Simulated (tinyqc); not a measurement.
Angle of incidence: thin-film optics by transfer matrices.

Indices N = n + i k. Snell: N0 sin(theta) = N_j sin(theta_j), with Im(N_j cos theta_j) >= 0. Admittance y_j = N_j cos theta_j for s and N_j/cos theta_j for p. Phase delta_j = 2 pi N_j cos theta_j d_j/lambda. Layer matrix [[cos delta, -i sin delta/y], [-i y sin delta, cos delta]], multiplied from the top down to M. (B, C) = M (1, y_sub); r = (y0 B - C)/(y0 B + C), R = |r|^2, T = 4 Re y0 Re y_sub/|y0 B + C|^2, absorbed in the films 1 - R - T.

Ellipsometry: rho = tan(Psi) exp(i Delta) = -conj(r_p/r_s) with the r of the admittance formula, Delta in 0 to 360 degrees, so that a bare dielectric at small angles gives Delta = 180.

Values chosen for the exercise (indices near those of HfO2, SiO2 on W; shifted at random, so the results belong to these values and not to a real crystal): lam = 248 nm (vacuum wavelength); n0 = 1 (ambient index); n = (2.316, 1.495, 3.455) (n of HfO2, SiO2, substrate); k = (0.01, 0, 2.897) (k in the same order); d = (6.3, 45.3) nm (thicknesses, top first).

Both polarisations.

Stack:
```
theta (degrees)     R_s     R_p    Psi   Delta
0                0.5221  0.5221  45.00  180.00
30               0.5278  0.4517  42.77  189.30
45               0.5289  0.3828  40.39  206.43
55               0.5296  0.3550  39.31  226.56
60               0.5331  0.3579  39.33  239.84
65               0.5426  0.3787  39.88  255.30
70               0.5641  0.4235  40.91  272.87
75               0.6069  0.4993  42.21  292.41
80               0.6849  0.6144  43.44  313.74
85               0.8135  0.7782  44.37  336.47
```

Give the missing row, theta (degrees) = 15.

Computed row:
```
theta (degrees)     R_s     R_p    Psi   Delta
15               0.5241  0.5040  44.44  181.97
```

R_s and R_p agree at normal incidence (0.5221). R_p is lowest at 55 degrees of those listed (0.3550), where R_s = 0.5296: the two are within a factor 2 of each other, so the minimum selects polarisation poorly. R_s rises steadily with the angle.

(tinyqc, `OMP_NUM_THREADS=1 python tinyqc.py 1650478 1650479 out.jsonl`, Intel(R) Xeon(R) Processor @ 2.30GHz, 1 thread, shared host, about 0.01 s.)
